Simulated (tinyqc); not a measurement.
# Time-domain thermoreflectance: layered heat flow under a modulated pulse train, and what the signal ratio measures, step by step

A worked calculation. Computed by tinyqc, a small Python program that keeps every step. Command: `OMP_NUM_THREADS=1 python tinyqc.py 3112698 3112699 out.jsonl tdtr walk`. One thread of a shared host (Intel(R) Xeon(R) Processor @ 2.30GHz), about 0.2 s of CPU time with the checks. Intermediate numbers are printed to about 7 digits and carried at full precision; extremes and crossings named in words are read from the listed rows.

Pulses repeat at 80 MHz; heat is laid down at the surface, all layers are isotropic, and the film is in perfect contact with the substrate.

Inputs (values chosen for the exercise, modelled on aluminium on silica):
```
quantity                                value        unit
metal thickness d                         120          nm
metal conductivity                        130     W/(m K)
metal heat capacity                      2.42  MJ/(m^3 K)
boundary conductance G under the metal    120  MW/(m^2 K)
film thickness                            180          nm
film conductivity                        0.43     W/(m K)
film heat capacity                        1.9  MJ/(m^3 K)
substrate conductivity kappa             1.45     W/(m K)
substrate heat capacity C                1.63  MJ/(m^3 K)
modulation frequency f                      2         MHz
spot radius w (1/e^2, pump and probe)     6.6  micrometre
delay t                                   590          ps
```

Stack: metal, film, substrate.

## Length and time scales

Penetration depth sqrt(kappa/(pi f C)); effusivity sqrt(kappa C); cooling time of the metal d C_m/G; Kapitza length kappa/G.

penetration depth = 0.3762706 micrometre

effusivity = 1537.368 W s^(1/2)/(m^2 K)

cooling time of the metal = 2420 ps

Kapitza length = 12.08333 nm

depth over spot radius = 0.05701069

## Impedance at k = 0 and the modulation frequency

For radial wave number k and angular frequency W each layer has u = sqrt(4 pi^2 k^2 + i W C/kappa) and gamma = kappa u. Surface impedance from below: Z = 1/gamma for the substrate; a layer of thickness L maps Z to (Z + tanh(u L)/gamma)/(1 + gamma Z tanh(u L)); a boundary adds 1/G. Take k = 0 and W = 2 pi f.

Z of the substrate = 129.7485-129.7485i m^2 K/GW

Z at the surface = 64.0513-151.6760i m^2 K/GW

## Response at the modulation frequency

Response per absorbed watt H(W) = 2 pi int_0^(2/w) Z(k, W) exp(-pi^2 k^2 w^2) k dk by 20 Gauss-Legendre points.

H(2 pi f) = 0.5721344-0.9087986i K/mW

phase of H(2 pi f) = -57.80752 degrees

## Signal at one delay

Signal: X + iY = sum_(m = -M..M) H(2 pi (f + m f_r)) exp(i 2 pi m f_r t) exp(-pi (m/M)^2 x 4), f_r = 80 MHz, M = 4000, with H(-W) the complex conjugate of H(W); V_in = X, V_out = Y, ratio = -V_in/V_out.

V_in = 0.7185281 K/mW

V_out = -0.9063281 K/mW

ratio -V_in/V_out = 0.7927902

## Ratio and sensitivities against delay

Sensitivity S = ln(ratio'/ratio)/ln(1.01) for a rise of one input by 1 %.

Ratio and sensitivities:
```
t (ps)      ratio  S to kappa        S to G      S to d      S to C      S to w  S to film conductivity
100     0.8399404  0.03798686  -0.002782818  -0.2396523  0.03829867  -0.4949130               0.2508548
200     0.8151365  0.03928076  -0.005445705  -0.3768665  0.03959072  -0.4979905               0.2478578
400     0.8024140  0.03996181  -0.007172304  -0.3794043  0.04027067  -0.4991227               0.2440116
800     0.7832621  0.04102299  -0.008176911  -0.3697227  0.04133010  -0.5007100               0.2386365
1500    0.7557108  0.04264230  -0.008672723  -0.3576169  0.04294675  -0.5031558               0.2323516
2500    0.7219009  0.04480495  -0.008842421  -0.3458170  0.04510596  -0.5067842               0.2264289
4000    0.6772764  0.04801319  -0.008854989  -0.3342471  0.04830934  -0.5131376               0.2208521
```

The largest sensitivity in size at 100 ps is to w (-0.49). G is hardly felt. The substrate conductivity is hardly felt at 400 ps.

Checks made by the program: steady rise of a bare substrate, 1/(2 sqrt(pi) w kappa), from the same quadrature (relative difference below 1e-10).
